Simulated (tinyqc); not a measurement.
Inside a calculation. Method: CCSD on RHF in the sto-3g basis, frozen core, for BeH2, spin multiplicity 1. One step of it, computed by the program tinyqc.

Problem. Iteration 7 (converged): orbitals. Diagonalise F' = X^T F X, C = X C', fill 3 alpha and 3 beta electrons from the bottom; D = 2 C_occ C_occ^T. Each column has its largest component positive (the first on a tie).

converged F (hartree), lower triangle:
```
            1Be 1s     1Be 2s   1Be 2px    1Be 2py    1Be 2pz      2H 1s      3H 1s
1Be 1s   -4.526151
1Be 2s   -1.289111  -0.603233
1Be 2px   0.000000   0.000000  0.213849
1Be 2py   0.000054   0.006183  0.000000  -0.168135
1Be 2pz   0.001852  -0.014749  0.000000   0.000634   0.212291
2H 1s    -0.236038  -0.350151  0.000000  -0.307115  -0.019163  -0.243848
3H 1s    -0.260340  -0.365243  0.000000   0.314035  -0.019658  -0.022205  -0.258907
```

X, lower triangle:
```
            1Be 1s     1Be 2s   1Be 2px    1Be 2py    1Be 2pz      2H 1s     3H 1s
1Be 1s    1.028577
1Be 2s   -0.151809   1.185699
1Be 2px   0.000000   0.000000  1.000000
1Be 2py   0.000413  -0.010862  0.000000   1.264230
1Be 2pz  -0.001515   0.014879  0.000000  -0.000863   1.001392
2H 1s     0.020808  -0.241250  0.000000  -0.341031  -0.022864   1.199883
3H 1s     0.020748  -0.261359  0.000000   0.358976  -0.024341  -0.067234  1.221101
```

Give: F' = X^T F X; orbital energies; coefficients C; D after iteration 7.

Solution.

F' = X^T F X (hartree), lower triangle:
```
         1        2       3        4        5        6       7
1  -4.4168
2  -0.6985  -0.1344
3   0.0000   0.0000  0.2138
4  -0.0010  -0.0052  0.0000   0.2249
5   0.0010   0.0062  0.0000  -0.0003   0.2143
6  -0.0111  -0.2853  0.0000  -0.3946  -0.0237   0.0552
7  -0.0197  -0.3004  0.0000   0.4072  -0.0248  -0.0808  0.0640
```

orbital energies (hartree): MO1 -4.5295, MO2 -0.4282, MO3 -0.3854, MO4 0.2103, MO5 0.2138, MO6 0.3883, MO7 0.7517

coefficients C:
```
             MO1      MO2      MO3      MO4     MO5      MO6      MO7
1Be 1s    0.9918  -0.2134  -0.0213   0.0424  0.0000  -0.2243   0.0079
1Be 2s    0.0314   0.5910   0.0656  -0.1813  0.0000   1.0792  -0.0599
1Be 2px   0.0000   0.0000   0.0000   0.0000  1.0000   0.0000   0.0000
1Be 2py  -0.0001  -0.0513   0.4947  -0.0017  0.0000   0.0324   1.2630
1Be 2pz  -0.0001   0.0182   0.0018   0.9825  0.0000   0.1961  -0.0061
2H 1s    -0.0038   0.3460   0.4647   0.0875  0.0000  -0.7658  -0.8306
3H 1s    -0.0037   0.4335  -0.3788   0.0850  0.0000  -0.7241   0.9115
```

D after iteration 7, lower triangle:
```
          1Be 1s  1Be 2s  1Be 2px  1Be 2py  1Be 2pz    2H 1s   3H 1s
1Be 1s    2.0594
1Be 2s   -0.1927  0.7091
1Be 2px   0.0000  0.0000   0.0000
1Be 2py   0.0006  0.0043   0.0000   0.4947
1Be 2pz  -0.0079  0.0217   0.0000  -0.0001   0.0007
2H 1s    -0.1749  0.4697   0.0000   0.4243   0.0142   0.6714
3H 1s    -0.1762  0.4625   0.0000  -0.4193   0.0144  -0.0521  0.6630
```
